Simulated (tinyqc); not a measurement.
Growth over eight decades: Cabrera-Mott growth of a thin oxide under its own electric field. Computed by tinyqc, a small Python program. Command: `OMP_NUM_THREADS=1 python tinyqc.py 3004803 3004804 out.jsonl cabrera walk`. One thread of a shared host (Intel(R) Xeon(R) Processor @ 2.30GHz), about 0.02 s of CPU time with the checks.

Electrons cross the film freely and set a fixed potential V across it; the field V/x lowers the barrier for ions entering the oxide.

Inputs (values chosen for the exercise, for a model metal):
```
quantity                     value        unit
barrier W                     1.44          eV
Mott potential V               1.4           V
ion charge number z              3           -
half jump distance b           1.1    angstrom
prefactor u0 = N Omega nu  9.3e+12  angstrom/s
temperature T                  295           K
starting thickness x0          4.6    angstrom
```

Backward hops: kept.

Constants: k_B = 8.617333262e-05 eV/K.

Method:
- u = u0 exp(-W/(k_B T)), X1 = z b V/(k_B T) with V in volts and k_B T in eV; dx/dt = 2 u sinh(X1/x).
- t(x) = int_(x0)^x dx / (dx/dt) by Gauss-Legendre quadrature (80 points on each side of (x0 + 2 x)/3), solved for x.
- Closed form for thin films (leading term of the integral): x solves (x^2/(u X1)) exp(-X1/x) = t.

u = 2.33094e-12 angstrom/s

X1 = 181.739 angstrom

Thickness:
```
t (s)     x (angstrom)  1/x (1/angstrom)  closed form (angstrom)
1.00e+00         7.143           0.13999                   7.124
1.00e+01         7.797           0.12825                   7.773
1.00e+02         8.577           0.11659                   8.545
1.00e+03         9.522           0.10502                   9.479
1.00e+04        10.688           0.09356                  10.629
1.00e+05        12.159           0.08224                  12.074
1.00e+06        14.068           0.07108                  13.941
1.00e+07        16.629           0.06014                  16.429
1.00e+08        20.219           0.04946                  19.882
```

What follows from these numbers?

Per decade of time the film gains 0.65 angstrom at first and 3.6 at the end. The inverse-logarithmic law predicts -X1 d(1/x)/d ln t near 1; the rows give 0.93 at first and 0.84 at the end. The closed form misses by at most 1.7 %.
